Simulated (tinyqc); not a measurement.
# Rectangular fin or nanosheet with a gate all round, subbands and threshold shift from confinement: confinement against the width

Undoped body with a flat potential across it, hard walls, transport along x. One isotropic valley (g = 1, mx = my = mz = me). Non-parabolicity enters the subband edges through E (1 + al E) = gamma, so E = 2 gamma/(1 + sqrt(1 + 4 al gamma)); motion within a subband is taken as parabolic with the band-edge mass. Energies are counted from the bulk band edge.

gamma = C pi^2 [a^2/(my (t + dl)^2) + b^2/(mz (H + dl)^2)], C = hbar^2/(2 m0). Each subband has N_k = g sqrt(2 mx m0 kB T/(pi hbar^2)); without degeneracy n = exp(EF/Vt) sum N_k exp(-E_k/Vt). Classical value Nc times t H, Nc = sum over valleys of 2 g (m m0 kB T/(2 pi hbar^2))^1.5 with m = (mx my mz)^(1/3). Threshold shift dVT = Vt ln(classical value/sum N_k exp(-E_k/Vt)). With degeneracy n = sum N_k F((EF - E_k)/Vt), F(x) = (1/sqrt(pi)) int_0^infinity u^(-1/2) du/(1 + exp(u - x)); gate: Vg = EF + q n/(Cg P), P = 2 (t + H), summed over the 60 lowest subbands at most, with Vg counted from the value that would put EF at the bulk band edge of an empty body. The last two columns are for Vg = 0.5 V; sensitivity d(dVT)/dt by central differences between 0.99 and 1.01 times the value.

Inputs (values chosen for the exercise); masses close to those of In0.53Ga0.47As: temperature T = 300 K; mass at the band edge me = 0.0405 m0; non-parabolicity al = 1.2 1/eV; widening of the box by penetration into the insulator dl = 0.3 nm; gate capacitance per area of interface Cg = 2.4 uF/cm^2; height (along z) H = 10.9 nm.

Constants: q = 1.602176634e-19 C, kB = 1.380649e-23 J/K, hbar = 1.054571817e-34 J s, m0 = 9.1093837015e-31 kg, Vt = kB T/q, hbar^2/(2 m0) = 0.0380998212 eV nm^2. Results are converted to the units shown.

Result of one run:

| E_1 (meV) | gap to the next edge (meV) | dVT (mV) | sensitivity (mV/nm) | n/P (cm^-2) | share of the lowest subband (%) |
|---|---|---|---|---|---|
| 97.54 | 78.90 | 71.35 | -2.256 | 2.104e12 | 29.55 |

Which width (along y) t gave this result: 4.8, 6.1, 9.8 or 16 nm?

t = 16 nm.

The whole series:

| t (nm) | E_1 (meV) | gap to the next edge (meV) | dVT (mV) | sensitivity (mV/nm) | n/P (cm^-2) | share of the lowest subband (%) |
|---|---|---|---|---|---|---|
| 3 | 555.8 | 90.89 | 486.9 | -212.2 | 3.413e10 | 96.90 |
| 3.8 | 417.3 | 104.4 | 354.8 | -127.6 | 4.918e11 | 92.75 |
| 4.8 | 313.2 | 117.3 | 256.9 | -74.42 | 9.343e11 | 77.21 |
| 6.1 | 234.6 | 129.2 | 184.6 | -41.04 | 1.233e12 | 66.35 |
| 7.7 | 180.1 | 138.9 | 136.2 | -21.95 | 1.412e12 | 59.00 |
| 9.8 | 141.1 | 146.6 | 103.4 | -10.85 | 1.696e12 | 46.11 |
| 12 | 118.5 | 128.0 | 85.91 | -5.733 | 1.856e12 | 39.01 |
| 16 | 97.54 | 78.90 | 71.35 | -2.256 | 2.104e12 | 29.55 |
| 20 | 87.38 | 53.08 | 64.91 | -1.149 | 2.259e12 | 23.96 |

As t grows from 3 to 20 nm, E_1 falls from 556 to 87.4 meV and dVT falls from 487 to 64.9 mV. E_1 goes as t^(-1.21) at the thin end; a thickness error of 0.2 nm moves the threshold by 42 mV in the first row and 0.23 mV in the last. The charge per interface area rises from 3.41e10 to 2.26e12 cm^-2. For t = 7.7, 9.8, 12, 16, 20 the charge in the last two columns would bend the potential across the body by some 30 mV or more, which is left out.

Range of the model: Non-parabolicity also makes carriers heavier within each subband, which is left out, so densities of states are understated at high energy.

tinyqc, about 0.09 s, one thread, Intel Xeon 2.30GHz (shared host): `OMP_NUM_THREADS=1 python tinyqc.py 2350108 2350109 out.jsonl`
